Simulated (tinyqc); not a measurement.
Precursor delivery by bubblers, mass-transport growth and the solid composition of a III-V alloy: one step, computed by the program tinyqc.

1 sccm = 44.615 micromol/min; 1 torr = 133.322 Pa. The sources decompose fully at the surface.

Task: Solid composition. At high V/III the group-V pressures at the surface equal those supplied, as dimers: p_D2/p_C2 = x_v/(1 - x_v). Equilibrium of the solid AC(1-x)D(x), A standing for the mix of both group-III metals: ln[x/(1 - x)] + L0 (1 - 2x)/(R T) = -dG_x/(R T) + (1/2) ln[x_v/(1 - x_v)]. Growth rate = rate per torr x (p_1 + p_2). Sensitivity dx/dx_v = [1/(2 x_v (1 - x_v))]/[1/(x (1 - x)) - 2 L0/(R T)].

Inputs (values chosen for the exercise, modelled on trimethylgallium (source 1) and trimethylindium (source 2) for the vapour pressures):
```
quantity                                                value    unit
bath temperature T1                                       277       K
bath temperature T2                                       302       K
growth temperature T                                     1040       K
flow cross-section A                                       25    cm^2
interaction L0 of the solid                              4.28  kJ/mol
vapour fraction x_v of D among the group-V sources       0.86       -
exchange energy dG_x of AC + (1/2) D2 -> AD + (1/2) C2    -19  kJ/mol
```

Alloy: mixing on the group-V sites.

growth rate per torr of group III = 211.8901 micrometre/(h torr)

p_1 = 0.01255548 torr

p_2 = 0.01255459 torr

Constants: R = 8.314462618 J/(mol K).

Give: solid fraction x; distribution coefficient x/x_v; dx/dx_v; growth rate.

Result:

solid fraction x = 0.97269

distribution coefficient x/x_v = 1.1310

dx/dx_v = 0.11329

growth rate = 5.3206 micrometre/h

The solid is richer in D than the vapour. The growth rate is set by group III alone. Caution: the boundary layer is a quarter or more of the root of the cross-section, so it fills much of the channel and depletion along the flow matters.
